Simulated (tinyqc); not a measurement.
Valley splitting in a one-orbital chain of atomic planes (second-neighbour model): one step. Hoppings from the valley position and mass. Three cases, with inputs chosen for the exercise.

Task: The curvature at the minimum is d2E/dphi2 = 8 u sin^2(phi0) = (2c/ml)/(a/4)^2 with c = hbar^2/2m0; v = -4 u cos(phi0); e0 = 2u + v^2/(4u).

Each (001) plane carries one orbital with energy e0, hopping v to the next plane and u to the second: E(phi) = e0 + 2 v cos(phi) + 2 u cos(2 phi), where phi = pi - k a/4 (the sign of every second orbital is chosen so that v > 0, which shifts the phase by pi). The minimum lies at cos(phi0) = -v/(4u), phi0 = pi - (pi/2) k0 for a valley at k0 (2 pi/a), and e0 puts it at zero. A slab of N planes has hard walls: the matrix simply ends.

Constants: hbar^2/2m0 = 3.80998211 eV angstrom^2.

Case 1.

Values chosen (out of a larger set: near those of the Delta valleys of silicon; abrupt walls in this chain split the valleys several times more than measured wells; not measured data): a = 5.427 angstrom (lattice constant; planes lie a/4 apart); k0 = 0.81 2 pi/a (position of the valley); ml = 0.962 m0 (longitudinal mass).

Case 2.

Values chosen (out of a larger set: near those of the Delta valleys of silicon; abrupt walls in this chain split the valleys several times more than measured wells; not measured data): a = 5.442 angstrom (lattice constant; planes lie a/4 apart); k0 = 0.81 2 pi/a (position of the valley); ml = 0.955 m0 (longitudinal mass).

Case 3.

Values chosen (out of a larger set: near those of the Delta valleys of silicon; abrupt walls in this chain split the valleys several times more than measured wells; not measured data): a = 5.42 angstrom (lattice constant; planes lie a/4 apart); k0 = 0.874 2 pi/a (position of the valley); ml = 0.96 m0 (longitudinal mass).

Give: phi0; u; v; e0.

Result:

Case 1.

phi0 = 1.86925 rad
u = 0.58879 eV
v = 0.69251 eV
e0 = 1.38121 eV

Case 2.

phi0 = 1.86925 rad
u = 0.58984 eV
v = 0.69375 eV
e0 = 1.38367 eV

Case 3.

phi0 = 1.76872 rad
u = 0.56213 eV
v = 0.44213 eV
e0 = 1.21120 eV

Computed by tinyqc, one run a case: `OMP_NUM_THREADS=1 python tinyqc.py N N+1 out.jsonl` with N = 1480296, 1480554, 1480724; one thread of a shared Intel(R) Xeon(R) Processor @ 2.30GHz, about 0.02 s a run at most.
